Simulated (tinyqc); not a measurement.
Specific resistance of a metal-semiconductor contact and its transmission-line measurement: one step, computed by the program tinyqc.

The barrier is parabolic (depletion approximation), energies E are normal energies counted from the band edge in the neutral semiconductor (downwards for holes), and the bias is zero. xi is an input, held fixed when other inputs move.

Task: Transmission and supply. WKB transmission for E < E_b, with a = E/E_b: D = exp{-(E_b/E_00) [sqrt(1 - a) - a ln((1 + sqrt(1 - a))/sqrt(a))]}; D = 1 above. f = 1/(1 + exp((E - xi)/k_B T)).

Inputs (values chosen for the exercise, modelled on n-type In0.53Ga0.47As): Fermi level above the band edge in the bulk, xi = 0.16 eV; temperature T = 300 K.

Image-force lowering: included.

barrier used, above the bulk band edge = 0.2973255 eV

E_00 = 49.24249 meV

Constants: k_B = 8.617333262e-05 eV/K.

Give: E, D, f and D f at E/E_b = 0.05, 0.15, 0.3, 0.45, 0.6, 0.75, 0.9, 0.98.

Result:

E, D, f and D f at E/E_b = 0.05, 0.15, 0.3, 0.45, 0.6, 0.75, 0.9, 0.98:
```
E/E_b   E (eV)        D        f      D f
0.05   0.01487  0.00537  0.99637  0.00535
0.15   0.04460  0.01631  0.98861  0.01613
0.30   0.08920  0.05726  0.93928  0.05379
0.45   0.13380  0.15174  0.73372  0.11133
0.60   0.17840  0.32694  0.32925  0.10765
0.75   0.22299  0.58774  0.08042  0.04726
0.90   0.26759  0.87814  0.01534  0.01347
0.98   0.29138  0.98863  0.00617  0.00610
```
